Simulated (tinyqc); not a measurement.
MOS inversion layer, Poisson-Schroedinger loop: effect of the sheet density of depletion charge.

Electrons confined at an insulator interface at z = 0, treated as a hard wall; parabolic valleys, Hartree approximation, no image or exchange terms. The depletion charge lies far deeper than the electrons and gives a uniform field q Nd/(eps0 eps_r); the gate balances all charge. Energies are counted from the band edge at the interface.

Schroedinger equation -(C/mz) psi'' + (V0 + U) psi = E psi, C = hbar^2/(2 m0), psi(0) = 0, on a uniform mesh of 800 nodes with a far wall at 66 nm, 8 levels a set; V0 = q Nd z/(eps0 eps_r); dU/dz = q (Ns - integral of n from 0 to z)/(eps0 eps_r), U(0) = 0; N_k = g md m0 q Vt/(pi hbar^2) ln(1 + exp((EF - E_k)/Vt)), g the number of valleys of the set, sum N_k = Ns. Triangular well: E_k = a_k (C F^2/mz)^(1/3), a_1 = 2.338107, a_2 = 4.087949, C = hbar^2/(2 m0), F in eV/nm. Fang-Howard (all electrons in the lowest level of set A): b^3 = 6 (mz1/C) q (Nd + 11 Ns/32)/(eps0 eps_r), centroid 3/b, level C b^2/(4 mz1) + (3/b) q (Nd + 11 Ns/16)/(eps0 eps_r). The centroid adds 3.9 z_av/eps_r to an oxide-equivalent thickness. Shares under 0.0001 % are printed as 0.

Values chosen for this exercise; masses and permittivity close to those of silicon (111):
```
symbol   value   unit                                     meaning
T          400      K                                 temperature
eps_r     11.7                              relative permittivity
mz1      0.259     m0  mass along z of valley set A (6 valley(s))
md1      0.357     m0    in-plane density-of-states mass of set A
Ns      2.1e12  cm^-2                  sheet density of electrons
```

Constants: q = 1.602176634e-19 C, kB = 1.380649e-23 J/K, hbar = 1.054571817e-34 J s, m0 = 9.1093837015e-31 kg, Vt = kB T/q, eps0 = 8.8541878128e-14 F/cm where lengths are in cm, hbar^2/(2 m0) = 0.0380998212 eV nm^2. Results are converted to the units shown.

Effect of the sheet density of depletion charge:
columns A: Nd (cm^-2); B: A1 (meV); C: A2 (meV); D: EF (meV); E: share of A1 (%); F: share of A2 (%); G: centroid z_av (nm); H: added oxide equivalent (nm); I: Fang-Howard centroid (nm)
```
A         B    C     D     E      F     G      H     I
1e11    115  166  9.30  66.8   15.6  5.97   1.99  3.73
1.7e11  117  170  12.9  69.0   15.5  5.42   1.81  3.63
3.1e11  122  178  19.8  73.0   15.0  4.66   1.55  3.46
5.3e11  130  191  30.1  78.3   13.8  3.93   1.31  3.25
9.4e11  145  217  47.6  85.5   10.8  3.21   1.07  2.95
1.6e12  167  258  72.8  92.1   6.75  2.66  0.887  2.64
2.9e12  209  335   116  97.2   2.59  2.19  0.729  2.28
5e12    269  444   178  99.4  0.637  1.85  0.616  1.96
```

As Nd goes from 1e11 to 5e12, A1 rises from 115 to 269 meV, the share of A1 rises from 66.8 to 99.4 % and the centroid falls from 5.97 to 1.85 nm. A1 goes as Nd^(0.47) between the last two rows (a triangular well in the field of that charge alone gives 2/3). The Fang-Howard centroid is 37 % below the full one in the first row, where A1 holds 66.8 %, and 5.8 % above it in the last, where A1 holds 99.4 %. For Nd = 1e11, 1.7e11 the eighth level of a set still holds over 0.4 % of the electrons, so more levels and a farther wall would raise the centroid.

Numbers from tinyqc (`OMP_NUM_THREADS=1 python tinyqc.py 2160062 2160063 out.jsonl`; about 0.5 s on one thread of a shared Intel Xeon 2.30GHz).
